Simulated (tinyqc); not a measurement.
Worked calculation: empirical pseudopotential in a few plane waves. One step of it, computed by the program tinyqc.

Task: Bloch Hamiltonian at G. Basis: the 15 shortest G (labels in 2 pi/a), the same at every k. H(G,G') = c |k + G|^2 delta + VS(|G-G'|^2) cos((G-G').tau) + i VA sin((G-G').tau), tau = a/8 (1,1,1); 1 Ry = 13.605693 eV.

Parameters chosen for this model: fcc lattice, atoms at +/- a/8 (1,1,1); form factors in rydberg at |G|^2 in units of (2 pi/a)^2:
```
parameter                 value      unit
a                      5.680000  angstrom
VS(3)                 -0.242000        Ry
VS(8)                  0.009000        Ry
VS(11)                 0.055000        Ry
VA(3)                         0        Ry
VA(4)                         0        Ry
VA(11)                        0        Ry
hbar^2/2m (2 pi/a)^2   4.662147        eV
```

k point G (2 pi / a): 0  0  0

Give: H(k) at G.

Result:

H(k) at G (eV), lower triangle:
```
         +0+0+0   -1-1-1   -1-1+1   -1+1-1   -1+1+1   +1-1-1   +1-1+1   +1+1-1
+0+0+0   0.0000
-1-1-1   2.3282  13.9864
-1-1+1  -2.3282   0.0000  13.9864
-1+1-1  -2.3282   0.0000   0.1225  13.9864
-1+1+1  -2.3282  -0.1225   0.0000   0.0000  13.9864
+1-1-1  -2.3282   0.0000   0.1225   0.1225   0.0000  13.9864
+1-1+1  -2.3282  -0.1225   0.0000   0.0000   0.1225   0.0000  13.9864
+1+1-1  -2.3282  -0.1225   0.0000   0.0000   0.1225   0.0000   0.1225  13.9864
+1+1+1   2.3282   0.0000  -0.1225  -0.1225   0.0000  -0.1225   0.0000   0.0000
-2+0+0   0.0000  -2.3282  -2.3282  -2.3282   2.3282   0.5291  -0.5291  -0.5291
+0-2+0   0.0000  -2.3282  -2.3282   0.5291  -0.5291  -2.3282   2.3282  -0.5291
+0+0-2   0.0000  -2.3282   0.5291  -2.3282  -0.5291  -2.3282  -0.5291   2.3282
+0+0+2   0.0000  -0.5291   2.3282  -0.5291  -2.3282  -0.5291  -2.3282   0.5291
+0+2+0   0.0000  -0.5291  -0.5291   2.3282  -2.3282  -0.5291   0.5291  -2.3282
+2+0+0   0.0000  -0.5291  -0.5291  -0.5291   0.5291   2.3282  -2.3282  -2.3282

         +1+1+1   -2+0+0   +0-2+0   +0+0-2   +0+0+2   +0+2+0   +2+0+0
+1+1+1  13.9864
-2+0+0  -0.5291  18.6486
+0-2+0  -0.5291   0.1225  18.6486
+0+0-2  -0.5291   0.1225   0.1225  18.6486
+0+0+2  -2.3282  -0.1225  -0.1225   0.0000  18.6486
+0+2+0  -2.3282  -0.1225   0.0000  -0.1225   0.1225  18.6486
+2+0+0  -2.3282   0.0000  -0.1225  -0.1225   0.1225   0.1225  18.6486
```
